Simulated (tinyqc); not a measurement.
Threshold of a short bulk MOSFET: charge sharing, barrier lowering, narrow width: effect of the channel doping.

n-channel device on a p-type body, depletion approximation, full ionisation. Uniform doping N = Na. Vbi from Boltzmann statistics is rough for the degenerate source. Cox = eps0 eox/tox.

ni = sqrt(Nc Nv) exp(-Eg/(2 Vt)), Eg in volts; 2 pB = 2 Vt ln(N/ni); flat band Vfb - Vt ln(N/Na); Wd = sqrt(2 eps0 eps_r (2 pB - Vbs)/(q N)); body term q N Wd/Cox; long-channel VT0 = flat band + 2 pB + body term; Vbi = Vt ln(N Nsd/ni^2); scale length l = sqrt((eps_r/eox) tox Wd). Charge sharing (trapezoid; it ignores Vds): F = (xj/L)(sqrt(1 + 2 Wd/xj) - 1), lowering = body term times F. Barrier lowering: th = exp(-L/(2 l)) + 2 exp(-L/l), lowering = th [2 (Vbi - 2 pB) + Vds], DIBL = th. Narrow width: rise = body term times xw Wd/W. VT by each model = VT0 - lowering + rise. DIBL under 0.001 mV/V is printed as 0. Vfb is held fixed.

Parameters, values chosen for the exercise; band and dielectric values close to those of silicon:

| symbol | value | unit | meaning |
|---|---|---|---|
| T | 250 | K | temperature |
| Eg | 1.14 | eV | band gap |
| eps_r | 11.8 |  | relative permittivity |
| Nc | 2.12e19 | cm^-3 | conduction-band density of states at T |
| Nv | 2.04e19 | cm^-3 | valence-band density of states at T |
| eox | 3.9 |  | relative permittivity of the gate insulator (close to silicon dioxide) |
| tox | 7.3 | nm | insulator thickness |
| Nsd | 1e20 | cm^-3 | source and drain doping |
| Vfb | -0.87 | V | flat-band voltage for the doping Na |
| xj | 12 | nm | junction depth |
| Vbs | 0 | V | body-source voltage |
| Vds | 1 | V | drain-source voltage |
| W | 1800 | nm | gate width |
| xw | 0 |  | shape factor of the fringing depletion at the width edges |
| L | 190 | nm | channel length |

Constants: q = 1.602176634e-19 C, kB = 1.380649e-23 J/K, Vt = kB T/q, eps0 = 8.8541878128e-14 F/cm where lengths are in cm. Results are converted to the units shown.

Result of one run:
```
N (cm^-3)	VT0 (V)	L/l	F	DIBL (mV/V)	VT, charge sharing (V)	VT, barrier lowering (V)
5.000e17	0.9653	5.687	0.1307	65.02	0.8534	0.8855
```

Which channel doping Na gave this result: 3.6e16, 1.7e17, 3e17, 5e17 or 8.5e17 cm^-3?

Na = 5e17 cm^-3.

The whole series:
```
Na (cm^-3)	N (cm^-3)	VT0 (V)	L/l	F	DIBL (mV/V)	VT, charge sharing (V)	VT, barrier lowering (V)
3.6e16	3.600e16	0.2120	3.038	0.2858	314.9	0.1503	-0.2104
6.1e16	6.100e16	0.3035	3.443	0.2461	242.7	0.2335	-0.01654
1e17	1.000e17	0.4090	3.873	0.2133	185.8	0.3303	0.1680
1.7e17	1.700e17	0.5500	4.395	0.1823	135.7	0.4612	0.3770
3e17	3.000e17	0.7429	5.033	0.1534	93.76	0.6424	0.6257
5e17	5.000e17	0.9653	5.687	0.1307	65.02	0.8534	0.8855
8.5e17	8.500e17	1.261	6.456	0.1102	42.78	1.137	1.210
1.4e18	1.400e18	1.618	7.275	0.09343	27.70	1.481	1.585
```

As Na goes from 3.6e16 to 1.4e18, VT0 rises from 0.212 to 1.62 V, DIBL falls from 315 to 27.7 mV/V, F falls from 0.286 to 0.0934 and VT by barrier lowering rises from -0.210 to 1.59 V. For Na = 3.6e16 DIBL exceeds 250 mV/V, where the barrier formula is rough.

Computed by the program tinyqc: `OMP_NUM_THREADS=1 python tinyqc.py 2002011 2002012 out.jsonl`, one thread of a shared Intel Xeon 2.30GHz, about 0.01 s for the whole run.
